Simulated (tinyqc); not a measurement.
BHZ model on a square lattice (one spin block): one step. One k point. Three cases, with inputs chosen for the exercise.

Question. Form e0, d and E = e0 -/+ |d|.

h(k) = e0 + d.s with s the Pauli matrices in the basis (E, H), k in units of 1/a: dx = (A/a) sin kx, dy = (A/a) sin ky, dz = M - (2B/a^2)(2 - cos kx - cos ky), e0 = -(2D/a^2)(2 - cos kx - cos ky). The other spin block is h*(-k). For small k this is the continuum model with dz = M - B k^2.

Give: e0; dx, dy, dz; levels.

Case 1.

Values chosen (of the size used for HgTe wells; not measured data): A = 3.77 eV angstrom; B = -70.6 eV angstrom^2; D = -49.3 eV angstrom^2; M = 0.0164 eV (mass term); a = 50 angstrom (grid spacing); k = (0.57, 0.16) 1/a (wave vector).

Answer.

e0 = 6.739 meV

dx, dy, dz (meV): 40.688  12.013  26.051

levels (meV): -43.045  56.524

Case 2.

Values chosen (of the size used for InAs / GaSb double wells; not measured data): A = 0.71 eV angstrom; B = -79.3 eV angstrom^2; D = -24.1 eV angstrom^2; M = 0.0147 eV (mass term); a = 30 angstrom (grid spacing); k = (0.38, 0.07) 1/a (wave vector).

Answer.

e0 = 3.952 meV

dx, dy, dz (meV): 8.778  1.655  27.702

levels (meV): -25.156  33.059

Case 3.

Values chosen (of the size used for thin Bi2Se3 films; not measured data): A = 2.39 eV angstrom; B = -17.5 eV angstrom^2; D = -4.8 eV angstrom^2; M = -0.0654 eV (mass term); a = 15 angstrom (grid spacing); k = (0.23, 0.31) 1/a (wave vector).

Answer.

e0 = 3.157 meV

dx, dy, dz (meV): 36.324  48.606  -53.889

levels (meV): -77.997  84.312

Computed by tinyqc, one run a case: `OMP_NUM_THREADS=1 python tinyqc.py N N+1 out.jsonl` with N = 1481138, 1481703, 1481903; one thread of a shared Intel(R) Xeon(R) Processor @ 2.30GHz, about 0.1 s a run at most.
